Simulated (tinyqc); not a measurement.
# Octagonal on-chip spiral inductor, lumped pi model, step by step

Computed by the program tinyqc: `OMP_NUM_THREADS=1 python tinyqc.py 2302010 2302011 out.jsonl`, one thread of a shared Intel Xeon 2.30GHz, about 0.01 s for the whole run. Printed values are rounded.

Outer diameter do = di + 2 n wd + 2 (n - 1) sp, mean da = (do + di)/2, fill p = (do - di)/(do + di), length l = 3.314 n da. L = 2.25 mu0 n^2 da/(1 + 3.55 p), mu0 = 4 pi 1e-7 H/m. Rs = rho l/(wd delta (1 - exp(-th/delta))), delta = sqrt(rho/(pi f mu0)). Cs = n wd^2 eps0 eo/hu across the coil. At each end Cox = l wd eps0 eo/(2 ho) leads to the substrate branch Rsi = 2 rs he/(l wd) in parallel with Csi = l wd eps0 11.7/(2 he). With one end grounded Y = 1/(Rs + i w L) + i w Cs + 1/[1/(i w Cox) + 1/(1/Rsi + i w Csi)], w = 2 pi f; Q = -Im Y/Re Y. Eddy currents in neighbouring turns and in the substrate are left out.

Values chosen for this exercise; values of the order met in silicon radio-frequency processes: number of turns n = 3.5; line width wd = 4 um; space between turns sp = 3 um; inner diameter di = 80 um; metal thickness th = 3.4 um; metal resistivity rho = 3 uohm cm; oxide below the coil ho = 8.5 um; oxide between coil and underpass hu = 1 um; relative permittivity of the oxide eo = 3; substrate resistivity rs = 1000 ohm cm; effective spreading depth in the substrate he = 50 um; frequency f = 6.4 GHz.

Constants: eps0 = 8.8541878128e-12 F/m. Results are converted to the units shown.

## Geometry and model elements

do, l, L, delta, Rs, Cs, Cox, Rsi and Csi as defined.

do = 123 um
l = 1177.299 um
L = 2.006632 nH
delta = 1.089659 um
Rs = 8.477460 ohm
Cs = 1.487504 fF
Cox = 7.358133 fF
Rsi = 2.123506e5 ohm
Csi = 4.878442 fF

Rs is 3.26 times the direct-current value in this empirical form, which overstates the skin effect of a flat slab when delta is near th and so stands in for some current crowding.

## Admittance, quality factor and apparent inductance

Series branch 1/(Rs + i w L), substrate branch, total Y, Q = -Im Y/Re Y, apparent inductance Im(1/Y)/w, metal-only value w L/Rs, share of the loss in the substrate Re(substrate branch)/Re Y.

series branch = 1.28778-12.25759i mS
substrate branch = 0.0017026+0.1179801i mS
Y = 1.28949-12.07979i mS
Q = 9.367904
apparent inductance = 2.035447 nH
w L/Rs = 9.518353
share of the loss in the substrate = 0.1320399 %

Q is 98.4 % of the metal-only value.
